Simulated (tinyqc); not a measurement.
Inside a calculation. Model: Stillinger-Weber potential for a tetrahedral semiconductor. Computed by tinyqc, a small Python program that keeps every step. Command: `OMP_NUM_THREADS=1 python tinyqc.py 3022448 3022449 out.jsonl swsi walk`. One thread of a shared host (Intel(R) Xeon(R) Processor @ 2.30GHz), about 0.05 s of CPU time with the checks. Intermediate numbers are printed to about 6 digits and carried at full precision; extremes and crossings named in words are read from the listed rows.

With x = r/sigma: pair term eps A (B x^-4 - 1) exp(1/(x - a)); for each pair of neighbours j, k of atom i, three-body term eps lambda exp(gamma/(x_ij - a) + gamma/(x_ik - a)) (cos theta_jik + 1/3)^2; both vanish beyond x = a. A = 7.049556277, B = 0.6022245584, a = 1.8.

Inputs (values chosen for the exercise, modelled on germanium): energy scale eps = 1.875 eV; length scale sigma = 2.182 angstrom; three-body strength lambda = 32.7; gamma = 1.2; bond 1 of the trimer = 2.45 angstrom; bond 2 of the trimer = 2.23 angstrom; angle of the trimer theta = 143 degrees.

displacement of one atom (angstrom): [0.21, 0.086, -0.073]

Constants: 1 eV/angstrom^3 = 160.2176634 GPa.

## A trimer

Atom 1 binds atoms 2 and 3 at the angle theta; the third side follows from the cosine rule. Sum the three pair terms and the three-body terms centred on each atom.

distance 2-3 = 4.43870 angstrom

pair terms (eV): 1-2 -1.87500, 1-3 -1.63757, 2-3 0.00000

three-body term at atom 1 = 0.482570 eV

three-body terms at atoms 2 and 3 = 0 eV

energy of the trimer = -3.03000 eV

The cut-off is 3.928 angstrom, so atoms 2 and 3 do not interact directly.

## The diamond lattice

All angles are tetrahedral, so only the pair term acts; its minimum lies at x = 2^(1/6) with depth eps, and second neighbours lie beyond the cut-off. a0 = 4 d/sqrt3; E = -2 eps per atom.

bond length d = 2.44921 angstrom

lattice constant a0 = 5.65621 angstrom

energy per atom = -3.75 eV

## Elastic constants and internal strain

Second derivatives of the energy per atom, volume a0^3/8: e_xx gives C11, e_xx = -e_yy gives 2 (C11 - C12), e_xy = e_yx = h/2 gives the unrelaxed C44(0). Under that shear the second sublattice shifts by u_z; minimising over u_z gives C44 = C44(0) - E_hu^2/(E_uu V) and Kleinman's zeta = |E_hu/E_uu|/(a0/4). The optical force constant is k = 4 E_uu, with M omega^2 = k at the zone centre.

C11 = 137.237 GPa

C12 = 47.8370 GPa

unrelaxed C44(0) = 87.5701 GPa

C44 = 59.1352 GPa

internal strain zeta = 0.492206

optical force constant k = 33.1484 eV/angstrom^2

Internal relaxation lowers C44 by 32 %. zeta = 1 would keep all bond lengths equal under shear and 0 would move atoms with the lattice; the value here is 0.49. Caution: the original fit to silicon is too soft in shear (C44) and too stiff for the optical mode.

## One atom displaced in the eight-atom cell

Cubic cell of side a0 with periodic images; atoms 1 to 4 at (0,0,0), (0,1/2,1/2), (1/2,0,1/2), (1/2,1/2,0), atoms 5 to 8 shifted by (1/4,1/4,1/4). Atom 5 is moved by u. Forces are minus the gradient of the total energy.

bond lengths from atom 5 to atoms 1 to 4 (angstrom): [2.58576, 2.57150, 2.43130, 2.23873]

rise of the pair energy = 0.343592 eV

three-body energy = 0.133753 eV

forces (eV/angstrom), rows atom 5, atom 1, atom 2, atom 3, atom 4, columns x, y, z:
```
[[-3.45226, -1.68406, 1.53405],
 [0.75957, 0.56795, 0.20677],
 [0.72344, -0.14412, -0.51299],
 [0.60460, 0.08415, -0.06680],
 [1.51863, 1.25233, -1.23306]]
```

Bond bending carries 28 % of the energy rise. The four neighbours take up a total force of 4.322 against 4.136 eV/angstrom on atom 5; the difference acts on atoms 6 to 8.

## Diamond against structures with more neighbours

Each structure is relaxed in its neighbour distance d (lowest minimum for d between sigma and 1.7 sigma), with all neighbours inside the cut-off, second shells too where they fall inside.

Energies per atom (eV):
```
structure     first neighbours  d (angstrom)      pair  three-body     total  volume (angstrom^3)
diamond                      4       2.44921  -3.75000     0.00000  -3.75000              22.6197
simple cubic                 6       2.82629  -4.29811     1.40741  -2.89070              22.5762
bcc                          8       3.01215  -4.34767     1.65177  -2.69590              21.0381
fcc                         12       3.14223  -4.23831     1.66249  -2.57582              21.9381
```

The order is diamond < simple cubic < bcc < fcc, the lowest two 0.859 eV apart. Against diamond the pair energy changes by -0.55 (simple cubic), -0.60 (bcc), -0.49 (fcc) eV, while angles away from 109.47 degrees cost 1.41, 1.65, 1.66 eV; the bonds stretch to 3.14 angstrom in fcc to weaken that penalty.

Checks made by the program: lattice sum at a0 (relative difference below 1e-10); B from the pair term alone, phi''(d)/(3 a0), against (C11 + 2 C12)/3 (relative difference 5e-07).
